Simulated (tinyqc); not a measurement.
Shift against diffusion length: interdiffusion of a quantum well during annealing: blurred potential and shift of the confined levels. Computed by tinyqc, a small Python program. Command: `OMP_NUM_THREADS=1 python tinyqc.py 3020025 3020026 out.jsonl qwi walk`. One thread of a shared host (Intel(R) Xeon(R) Processor @ 2.30GHz), about 0.07 s of CPU time with the checks.

A square well of width w is blurred by Fick diffusion with a constant coefficient; band offsets are linear in composition, masses are uniform, and strain and excitons are ignored.

Inputs (values chosen for the exercise, modelled on GaAs in AlGaAs):
```
quantity                value  unit
well width w              3.6    nm
electron mass m_e      0.0672   m_0
hole mass m_h           0.376   m_0
conduction offset V_c    0.22    eV
valence offset V_v       0.13    eV
```

Constants: hbar^2/(2 m_0) = 3.80998212 eV angstrom^2.

Method:
- Square well, ground state: take the lowest root of k tan(k w/2) = kappa, k^2 = E/c, kappa^2 = (V - E)/c, c = hbar^2/(2m) with hbar^2/(2 m_0) in eV angstrom^2.
- With L = sqrt(D t) and the share at the centre erf(w/(4L)). After the anneal: V(z) = V {1 - (1/2)[erf((w/2 - z)/(2L)) + erf((w/2 + z)/(2L))]}, energies counted from the original well bottom. Finite differences on 3000 points over |z| < w/2 + 6L + 25 nm; shifts are taken against the same grid with cell-averaged square steps.
- First-order estimate for small L: the shift is 2 L^2 V |d(psi^2)/dz| at an edge, with psi the normalised square-well state: psi^2 = cos^2(k z)/(w/2 + 1/kappa) inside, so |d(psi^2)/dz| = k sin(k w)/(w/2 + 1/kappa).

electron level before the anneal = 109.086 meV

hole level before the anneal = 33.6400 meV

Shifts (meV):
```
L/w   L (nm)  share at the centre  electron    hole      sum  first-order sum
0.02   0.072                    1     0.238   0.229    0.467          0.48712
0.04   0.144                    1     0.919   0.878    1.798           1.9485
0.07   0.252              1.00000     2.671   2.546    5.217           5.9673
0.1     0.36              0.99959     5.156   4.944     10.1           12.178
0.15    0.54              0.98158     10.48   10.25    20.73           27.401
0.2     0.72              0.92290     16.61  16.544   33.154           48.712
0.3     1.08              0.76141     28.85  29.098   57.948           109.60
0.45    1.62              0.56794     43.74   43.65    87.39           246.61
0.7     2.52              0.38649    59.937  58.298  118.235           596.73
1        3.6              0.27633    71.422  67.936  139.357           1217.8
```

What follows from these numbers?

The sum grows as L^1.94 between the first rows (L^2, linear in time, in first order) and as L^0.46 between the last, as it bends towards the limit V_c + V_v less the original levels, 207.3 meV. The first-order form is off by +4 % in the first row and +21 % at L/w = 0.1; it needs L well below the decay length 1/kappa. At L/w = 0.2 the hole level has moved by the larger share of its offset (12.7 % for the hole, 7.5 % for the electron). Caution: the well mass is used in the barriers too; a heavier barrier mass would lower these levels.
